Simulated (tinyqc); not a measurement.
Inside a calculation. Method: coherent transport through a tight-binding region between two chains. Computed by tinyqc, a small Python program that keeps every step. Settings: temperature = 300, mu = -0.42. Command: `OMP_NUM_THREADS=1 python tinyqc.py 21281 21282 out.jsonl` (the two numbers bound the seeds that draw the settings). One thread of a shared host (Intel(R) Xeon(R) Processor @ 2.60GHz), about 0.1 s of CPU time with the checks.

## Transmission at E = -0.42 eV

H of the central region (eV):
```
,1,2,3,4
1,-0.220000,-0.950000,0.000000,0.000000
2,-0.950000,0.340000,-1.400000,0.000000
3,0.000000,-1.400000,0.060000,-1.650000
4,0.000000,0.000000,-1.650000,0.150000
```

Leads: semi-infinite chains with site energy 0:
```
parameter,value
lead hopping t (eV),1.650000
coupling to the left lead (eV),0.200000
coupling to the right lead (eV),0.960000
left contact site,1
right contact site,4
```

E = -0.420000 eV

Surface Green function g = (E - i sqrt(4 t^2 - E^2)) / (2 t^2); self-energy tc^2 g on each contact site; G = (E - H - Sigma)^(-1); Gamma = -2 Im Sigma; T = Gamma_L Gamma_R |G_LR|^2; local density of states -Im G_ii / pi.

g = -0.077135-0.601132i 1/eV

G (1/eV):
```
,1,2,3,4
1,1.424045-0.925444i,1.324382-0.227868i,-0.247366+0.504280i,-1.195679+0.340042i
2,1.324382-0.227868i,0.268748-0.080753i,-0.038510+0.110787i,-0.239232+0.100747i
3,-0.247366+0.504280i,-0.038510+0.110787i,0.146950-0.282048i,0.681485-0.176052i
4,-1.195679+0.340042i,-0.239232+0.100747i,0.681485-0.176052i,0.401235-0.136697i
```

local density of states (1/eV): 0.294578  0.025705  0.089779  0.043512

transmission = 0.082340

## Transmission across the band

The same steps on a grid of energies.

T(E):
```
E (eV),T
-3.13500000,0.000016
-2.82150000,0.000170
-2.50800000,0.001857
-2.19450000,0.027386
-1.88100000,0.010991
-1.56750000,0.010406
-1.25400000,0.020463
-0.94050000,0.098606
-0.62700000,0.272077
-0.31350000,0.056362
0.00000000,0.034524
0.31350000,0.041852
0.62700000,0.102253
0.94050000,0.086057
1.25400000,0.018037
1.56750000,0.007097
1.88100000,0.004680
2.19450000,0.005800
2.50800000,0.017402
2.82150000,0.000748
3.13500000,0.000041
```

levels of the isolated region (eV): -2.123140  -0.705880  0.753554  2.405466

## Current

I = (2e/h) int T(E) [f(E - mu - V/2) - f(E - mu + V/2)] dE at 300 K with mu = -0.42 eV, the bias not changing H; 2e^2/h = 77.48092 microsiemens; the integral runs over the band on 4001 points.

Current:
```
V (volt),I (microampere)
0.010000,0.066248
0.050000,0.332382
0.100000,0.671991
0.200000,1.403910
0.400000,3.335759
0.800000,9.021400
```
